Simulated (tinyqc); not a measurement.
Adding atomic layers: valley splitting of a silicon quantum well in envelope theory.

The well lies at 0 < z < L; U(z) = V0 [1/(1 + exp(z/w)) + 1/(1 + exp((L - z)/w))] - e F z, 1 mV/nm = 1e-4 eV/angstrom. The envelope psi solves -(c/ml) psi'' + U psi = E psi, c = hbar^2/2m0, by three-point differences on a grid of 0.1 angstrom from -40 to L + 40 angstrom. The two valleys at +/- k0 couple through D = C0 times the integral of exp(-i q z) U(z) psi^2, q = 2 k0 (2 pi/a), and split by Ev = 2|D|.

Constants: hbar^2/2m0 = 3.80998211 eV angstrom^2.

Parameters, chosen for this exercise (near those of a strained Si well in SiGe; not measured data): V0 = 0.18 eV (conduction offset); ml = 0.918 m0 (mass along z); F = 11.6 mV/nm (field pressing towards the upper interface); k0 = 0.839 2 pi/a (valley position); a = 5.431 angstrom (lattice constant); C0 = 0.236 (Bloch overlap factor); Ls = (80, 81.4, 82.7, 84.1, 85.4, 86.8, 88.1, 89.5) angstrom (widths in steps of one atomic layer, a/4, rounded to the grid); F2 = 1 mV/nm (second field, zero or weak); w1 = 0.7 angstrom (interface width for this table).

The smooth splitting Ev = 2|D| with w = w1, at the field F2 and at F.

Results:
```
L (angstrom),q L mod 2 pi,Ev at F2 (micro-eV),Ev at F (micro-eV)
80.0,4.51,7.03,34.7
81.4,0.94,3.79,34.7
82.7,3.47,5.35,34.7
84.1,6.18,5.36,34.7
85.4,2.42,3.42,34.7
86.8,5.14,5.88,34.7
88.1,1.38,3.05,34.7
89.5,4.10,5.22,34.7
```

At F2 the splitting swings between 3.05 and 7.03 micro-eV, a ratio of 2.31, as the two interfaces add with the phase q L, which advances on average by 2.64 rad a layer. At F the ratio is 1.00, where in the first row psi^2 at the upper interface is 5.32e+03 times that at the lower one: one interface dominates and the interference fades.

Run: tinyqc, `OMP_NUM_THREADS=1 python tinyqc.py 1280406 1280407 out.jsonl`; Intel(R) Xeon(R) Processor @ 2.30GHz, one thread, shared host; about 0.2 s of CPU time with all checks.
